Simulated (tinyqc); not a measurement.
Tight binding, honeycomb lattice, step by step. One step of it, computed by the program tinyqc.

Question. Levels at k. Diagonalise the Hermitian matrix.

H(k) at k (eV):
```
                     A                    B
A            -1.234790  -2.446117-0.005150i
B  -2.446117+0.005150i             0.915706
```

Give: eigenvalues; weights |c|^2 of the basis functions.

Answer.

eigenvalues (eV): -2.8316  2.5125

weights |c|^2 of the basis functions:
```
   band 1  band 2
A  0.7012  0.2988
B  0.2988  0.7012
```
